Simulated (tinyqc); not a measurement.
Growth of a silicide layer between metal and silicon: linear-parabolic kinetics, ramp anneals and Kissinger analysis: one step, computed by the program tinyqc.

One compound layer of thickness x grows by diffusion through itself and reaction at an interface, dx/dt = 1/(2x/K + 1/v), until the metal is used up at x = a h.

Question. Geometry at full reaction. Silicon consumed b h, sheet resistance rho/(final thickness) with 1 micro-ohm cm/nm = 10 ohm; margin to the junction x_j - b h.

Inputs (values chosen for the exercise, modelled on TiSi2):
```
quantity,value,unit
metal thickness h,4.9,nm
silicon consumed per metal thickness b,2.27,-
silicide resistivity,65,micro-ohm cm
junction depth x_j,59,nm
```

final thickness = 12.299 nm

Give: silicon consumed; sheet resistance; margin to the junction.

Answer.

silicon consumed = 11.123 nm

sheet resistance = 52.850 ohm/square

margin to the junction = 47.877 nm

The layer takes 19 % of the junction depth; its surface lies 1.18 nm above the original silicon surface. Caution: so thin a film has a resistivity above the bulk value and tends to agglomerate.
